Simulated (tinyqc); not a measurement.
# Inputs raised by 5 %, one at a time

Model: deep trap from a strong local potential in a two-band host (Koster-Slater model with semi-elliptic bands). Computed by tinyqc, a small Python program. Command: `OMP_NUM_THREADS=1 python tinyqc.py 3027569 3027570 out.jsonl deeptrap sens`. One thread of a shared host (Intel(R) Xeon(R) Processor @ 2.30GHz), about 0.04 s of CPU time with the checks.

The valence band spans -2 W_v to 0 and the conduction band E_g to E_g + 2 W_c. The orbital at the impurity site has weight f_v in the valence band and 1 - f_v in the conduction band, each spread as a semi-ellipse (2/(pi W^2)) sqrt(W^2 - x^2) about the band centre. The impurity adds U to this orbital. Spin is left out.

Inputs (values chosen for the exercise, for a model semiconductor):
```
quantity                                value  unit
gap E_g                                  3.69    eV
half-width of the valence band W_v        2.9    eV
half-width of the conduction band W_c     3.7    eV
valence weight f_v of the site orbital   0.48     -
impurity potential U                     8.72    eV
```

Impurity: repulsive, acceptor-like.

Method:
- In the gap G(E) = f_v (2/W_v^2)[x - sqrt(x^2 - W_v^2)] - (1 - f_v)(2/W_c^2)[y - sqrt(y^2 - W_c^2)], x = E + W_v, y = E_g + W_c - E.
- G falls across the gap from G(0) to G(E_g). A repulsive U binds if U > 1/G(0), an attractive one if U < 1/G(E_g); the vacancy level (U infinite) solves G(E) = 0 (bisection).
- The trap level solves G(E) = 1/U (bisection). With D = -dG/dE = D_v + D_c, D_v = f_v (2/W_v^2)[x/sqrt(x^2 - W_v^2) - 1] and D_c = (1 - f_v)(2/W_c^2)[y/sqrt(y^2 - W_c^2) - 1], the weight on the impurity orbital is 1/(U^2 D) and the conduction-band character is D_c/D.

Runs:
```
input moved                                 from      to  trap level E_t (eV)  weight on the impurity orbital  vacancy level (eV)  conduction-band character
base run                                       -       -               0.4128                          0.0970               1.942                     0.1006
gap E_g (eV)                                3.69  3.8745               0.4312                          0.1006               2.033                     0.0983
half-width of the valence band W_v (eV)      2.9   3.045               0.3610                          0.0933               1.893                     0.0949
half-width of the conduction band W_c (eV)   3.7   3.885               0.4260                          0.0995               1.997                     0.0997
valence weight f_v of the site orbital      0.48   0.504               0.5165                          0.1093               2.131                     0.1123
impurity potential U (eV)                   8.72   9.156               0.4545                          0.0941               1.942                     0.1092
```

Exponents ln(y'/y) / ln(x'/x):
```
input                                   trap level E_t  weight on the impurity orbital  vacancy level  conduction-band character
gap E_g                                          0.891                           0.760          0.936                     -0.472
half-width of the valence band W_v              -2.750                          -0.788         -0.522                     -1.178
half-width of the conduction band W_c            0.642                           0.528          0.572                     -0.173
valence weight f_v of the site orbital           4.593                           2.444          1.900                      2.268
impurity potential U                             1.970                          -0.625          0.000                      1.691
```

Among the inputs moved here: trap level E_t answers most in size to valence weight f_v of the site orbital (exponent +4.593), next to half-width of the valence band W_v (-2.750). Weight on the impurity orbital answers most in size to valence weight f_v of the site orbital (exponent +2.444), next to half-width of the valence band W_v (-0.788). Vacancy level answers most in size to valence weight f_v of the site orbital (exponent +1.900), next to gap E_g (+0.936); its exponent is below 0.0005 for impurity potential U. conduction-band character answers most in size to valence weight f_v of the site orbital (exponent +2.268), next to impurity potential U (+1.691).
